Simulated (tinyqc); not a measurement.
Charge-trap memory cell: one step of the calculation.

Channel, tunnel oxide, storage layer, blocking layer, gate. N electrons per area sit in a sheet at the centroid and shift the threshold by U = (q/eps0) N (tb/eb + xc tn/en). EOT = t1 + 3.9 (tn/en + tb/eb); tunnel field F = (Vg - U)/EOT; dN/dt = eta (J/q)(1 - N/Nm). Fowler-Nordheim: J = A F^2 exp(-B/F), A = q^2/(16 pi^2 hbar mo phi) (times 1e14 for A/cm^2 with F in V/nm, emitter mass m0), B = (4/3) sqrt(mo/C) phi^1.5, C = hbar^2/(2 m0).

Task. Midpoint steps of growing length. N(half) = N + (d/2) r(N), N(new) = N + d r(N(half)), r = dN/dt; the step starts at d0 and is multiplied by gr each time. Field in the blocking layer (3.9 F + q N/eps0)/eb.

Values chosen for this exercise; oxide values close to those of silicon dioxide, storage layer close to silicon nitride, blocking layer close to silicon dioxide: tunnel barrier phi = 3.08 eV; tunnelling mass mo = 0.47 m0; tunnel oxide (permittivity 3.9) t1 = 5.3 nm; storage layer tn = 4.9 nm; its relative permittivity en = 7.4; blocking layer tb = 5.6 nm; its relative permittivity eb = 3.9; charge centroid, share of tn counted from the blocking side xc = 0.38; capture efficiency of an empty layer eta = 0.63; trap density Nm = 9.8e12 cm^-2; gate voltage less flat band and surface potential Vg = 14.5 V; first time step d0 = 6.7e-6 s; growth of the step gr = 2; steps n = 10.

Constants: q = 1.602176634e-19 C, hbar = 1.054571817e-34 J s, m0 = 9.1093837015e-31 kg, eps0 = 8.8541878128e-14 F/cm where lengths are in cm, hbar^2/(2 m0) = 0.0380998212 eV nm^2. Results are converted to the units shown.

Give: t; N; U; F; blocking field.

Result.

```
step,t (s),N (cm^-2),U (V),F (V/nm),blocking field (V/nm)
0,0,0,0.000,1.075,1.075
1,6.700e-6,1.828e11,0.056,1.071,1.080
2,2.010e-5,4.922e11,0.150,1.064,1.087
3,4.690e-5,9.615e11,0.294,1.054,1.098
4,1.005e-4,1.587e12,0.485,1.040,1.113
5,2.077e-4,2.324e12,0.710,1.023,1.131
6,4.221e-4,3.121e12,0.953,1.005,1.150
7,8.509e-4,3.935e12,1.202,0.986,1.169
8,0.001708,4.740e12,1.447,0.968,1.188
9,0.003424,5.518e12,1.685,0.950,1.207
10,0.006854,6.258e12,1.911,0.934,1.224
```

Range of the model: The Fowler-Nordheim form needs F t1 above phi; trap-assisted paths and leakage through the blocking layer are left out.

Numbers from tinyqc (`OMP_NUM_THREADS=1 python tinyqc.py 2130138 2130139 out.jsonl`; about 0.06 s on one thread of a shared Intel Xeon 2.30GHz).
